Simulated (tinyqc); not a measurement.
# Floating body of a partially depleted SOI transistor: body voltage and kink: what changes with what

Source at 0 V. Channel current Ic = 2 nf K Vt^2 [F(0) - F(Vd)](1 + la Vd), F(V) = ln^2(1 + exp((Vg - VT - nf V)/(2 nf Vt))), VT = VT0 - gb Vb. Saturation voltage Vs = 2 Vt sqrt(F(0)) + 3 Vt, excess Ve = (Vd - Vs + sqrt((Vd - Vs)^2 + 0.0004 V^2))/2, multiplication M1 = Ai Ve exp(-Bl/Ve). Each junction passes D(v) = J1 (exp(v/Vt) - 1) + J2 (exp(v/(2 Vt)) - 1). Bipolar current Ib = bb J1 (exp(Vb/Vt) - 1). The body settles where M1 (Ic + Ib) = D(Vb) + D(Vb - Vd) + Vb/Rb; drain current Id = (1 + M1)(Ic + Ib) - D(Vb - Vd).

Parameters, values chosen for the exercise; values of the order met in partially depleted silicon-on-insulator transistors:
- T = 300 K (temperature)
- VT0 = 0.43 V (threshold at zero body voltage)
- gb = 0.26 (fall of the threshold per volt of body voltage)
- nf = 1.34 (slope factor)
- K = 350 uA/(V^2 um) (gain factor per width)
- la = 0.05 1/V (channel-length modulation factor)
- Ai = 3.03 1/V (impact-ionisation prefactor)
- Bl = 8 V (impact-ionisation voltage)
- J1 = 1.5e-12 uA/um (diffusion saturation current of each junction)
- J2 = 2.8e-9 uA/um (recombination saturation current of each junction)
- bb = 0 (gain of the lateral bipolar transistor on the diffusion current)
- Rb = 1e9 kohm um (resistance of a weak body tie to the source (1e9 stands for no tie, and the term is then dropped))
- Vg = 0.43 V (gate voltage)
- Vd = 1.3 V (drain voltage)

Constants: q = 1.602176634e-19 C, kB = 1.380649e-23 J/K, Vt = kB T/q. Results are converted to the units shown.

Each table varies one quantity; the others keep the values above.

## Output curve and kink

Rows with more than one solution for Vb (latch) are left out; dId/dVd by a forward difference over 1e-4 V, swing = 1e-4 V over the change of log10 Id; M1 under 1e-12 is printed as 0.

Results:

| Vd (V) | Vb (V) | M1 | Id, floating (uA/um) | Id, grounded (uA/um) | ratio | dId/dVd, floating (uS/um) | dId/dVd, grounded (uS/um) |
|---|---|---|---|---|---|---|---|
| 0.84 | 0.4214 | 1.354e-5 | 2.043 | 0.3139 | 6.508 | 4.503 | 0.01525 |
| 1 | 0.4969 | 1.415e-4 | 2.657 | 0.3164 | 8.398 | 3.326 | 0.01622 |
| 1.16 | 0.5469 | 7.713e-4 | 3.134 | 0.3191 | 9.821 | 2.695 | 0.01908 |
| 1.32 | 0.5834 | 0.002758 | 3.531 | 0.3226 | 10.95 | 2.298 | 0.02494 |
| 1.64 | 0.6341 | 0.01648 | 4.201 | 0.3339 | 12.58 | 1.980 | 0.04809 |
| 1.8 | 0.6526 | 0.03165 | 4.519 | 0.3429 | 13.18 | 2.017 | 0.06550 |

Estimate the missing row, Vd = 1.48 V.

Computed row:

| Vd (V) | Vb (V) | M1 | Id, floating (uA/um) | Id, grounded (uA/um) | ratio | dId/dVd, floating (uS/um) | dId/dVd, grounded (uS/um) |
|---|---|---|---|---|---|---|---|
| 1.48 | 0.6116 | 0.007440 | 3.879 | 0.3273 | 11.85 | 2.068 | 0.03452 |

With this row back in the table: Vb rises from 0.421 to 0.653 V and the ratio of the currents rises from 6.51 to 13.2. The output conductance with a floating body exceeds the grounded value by the largest factor among the rows, 295, at Vd = 0.84 V, where Vb = 0.421 V and M1 = 1.35e-5.

## Transfer curve and swing

Same model as above.

Transfer curve and swing:

| Vg (V) | Vb (V) | M1 | Id, floating (uA/um) | Id, grounded (uA/um) | ratio | swing, floating (mV/decade) | swing, grounded (mV/decade) |
|---|---|---|---|---|---|---|---|
| -0.02 | 0.1115 | 0.005326 | 3.532e-6 | 1.533e-6 | 2.305 | 56.19 | 79.97 |
| 0.08 | 0.3142 | 0.005295 | 2.845e-4 | 2.731e-5 | 10.42 | 54.75 | 80.03 |
| 0.18 | 0.4459 | 0.005105 | 0.01221 | 4.797e-4 | 25.45 | 67.97 | 80.84 |
| 0.28 | 0.5248 | 0.004381 | 0.2415 | 0.007919 | 30.49 | 91.72 | 84.19 |
| 0.38 | 0.5681 | 0.003059 | 1.777 | 0.1052 | 16.89 | 150.7 | 96.64 |
| 0.48 | 0.5860 | 0.001818 | 5.913 | 0.8371 | 7.064 | 244.2 | 132.6 |
| 0.58 | 0.5902 | 9.755e-4 | 12.89 | 3.460 | 3.726 | 355.6 | 202.4 |
| 0.68 | 0.5861 | 4.769e-4 | 22.55 | 8.834 | 2.553 | 474.3 | 298.2 |
| 0.78 | 0.5759 | 2.095e-4 | 34.75 | 17.09 | 2.033 | 596.3 | 406.5 |

What does the table show?

Vb goes from 0.111 through a maximum of 0.590 (at Vg = 0.58 V among the rows listed) to 0.576 V. The smallest swing among the rows is 54.8 mV a decade with a floating body (at Vg = 0.08 V) and 80.0 with a grounded one; Vt ln 10 = 59.5. The floating swing is smaller by more than 3 % for Vg = -0.02, 0.08, 0.18 V, where the rising Vb lowers the threshold as Vg rises. In the first row the floating body raises the current by a factor of 2.30.

Range of the model: The multiplication law is an empirical form chosen for the exercise; self-heating and capacitive coupling to the body are left out, and the linear laws are rough once Vb passes about 0.7 V or M1 about 0.1.

tinyqc, about 0.2 s, one thread, Intel Xeon 2.30GHz (shared host): `OMP_NUM_THREADS=1 python tinyqc.py 2182097 2182098 out.jsonl`
